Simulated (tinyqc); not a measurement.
Square-lattice Ising model by mean field, Bethe lattice, transfer matrix, exact enumeration and Monte Carlo steps: one step, computed by the program tinyqc.

H = -J sum over nearest pairs s_i s_j, s = +-1, no field, periodic boundaries; energies per site are in J. As a lattice gas or an alloy, s marks which species holds the site.

Task: Reduced coupling. K = J/(k_B T). Onsager: k_B T_c/J = 2/ln(1 + sqrt 2); mean field: 4; Bethe lattice with z = 4: 2/ln 2.

Inputs (values chosen for the exercise, for a model lattice): coupling J = 54.2 meV; temperature T = 1180 K.

Constants: k_B = 8.617333262e-05 eV/K.

Give: K; critical temperatures.

Result:

K = 0.5330

critical temperatures (K): exact 1427, Bethe 1815, mean field 2516

T lies below all three.
